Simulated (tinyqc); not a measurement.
On-chip power grid, static voltage drop by conjugate gradients: one step of the calculation.

A grid of 3 rows and 4 columns, node k = 4 row + column. Neighbours in a row are joined by Rx, in a column by Ry; pad nodes, which reach the supply through Rp: 0, 8. Each node draws I0, node 1 draws kh I0. The drops u = Vdd - V solve G u = i, with G the conductance matrix (1/Rp added on the diagonal at pad nodes).

Question. Conjugate-gradient step. q = G p; a = (r.r)/(p.q); u(new) = u + a p; r(new) = r - a q; b = (r.r)(new)/(r.r); p(new) = r(new) + b p.

Inputs (values chosen for the exercise):
- Rx = 0.1 ohm (resistance of a horizontal segment)
- Ry = 0.1 ohm (resistance of a vertical segment)
- Rp = 0.22 ohm (resistance from a pad node to the supply)

u after iteration 1 (mV):
```
           col 0      col 1      col 2      col 3
row 0  0.5667658  2.8338290  0.5667658  0.5667658
row 1  0.5667658  0.5667658  0.5667658  0.5667658
row 2  0.5667658  0.5667658  0.5667658  0.5667658
```

r after iteration 1 (mA):
```
           col 0       col 1      col 2     col 3
row 0  27.794424  -29.511896  30.370632  7.700000
row 1   7.700000   30.370632   7.700000  7.700000
row 2   5.123792    7.700000   7.700000  7.700000
```

p after iteration 1 (mA):
```
           col 0      col 1      col 2      col 3
row 0  41.970166  41.366816  44.546374  21.875742
row 1  21.875742  44.546374  21.875742  21.875742
row 2  19.299534  21.875742  21.875742  21.875742
```

Give: q; a; u after iteration 2; r after iteration 2; b; p after iteration 2.

Answer.

q (mA S):
```
        col 0   col 1   col 2   col 3
row 0   397.8   -69.6   485.2  -226.7
row 1  -401.9   711.9  -453.4     0.0
row 2    36.2  -200.9     0.0     0.0
```

a = 0.09880 ohm

u after iteration 2 (mV):
```
       col 0  col 1  col 2  col 3
row 0  4.713  6.921  4.968  2.728
row 1  2.728  4.968  2.728  2.728
row 2  2.473  2.728  2.728  2.728
```

r after iteration 2 (mA):
```
        col 0   col 1   col 2  col 3
row 0  -11.50  -22.63  -17.57  30.10
row 1   47.40  -39.96   52.50   7.70
row 2    1.55   27.55    7.70   7.70
```

b = 2.392

p after iteration 2 (mA):
```
       col 0  col 1  col 2  col 3
row 0   88.9   76.3   89.0   82.4
row 1   99.7   66.6  104.8   60.0
row 2   47.7   79.9   60.0   60.0
```

Computed by the program tinyqc: `OMP_NUM_THREADS=1 python tinyqc.py 2770130 2770131 out.jsonl`, one thread of a shared Intel Xeon 2.30GHz, about 0.3 s for the whole run.
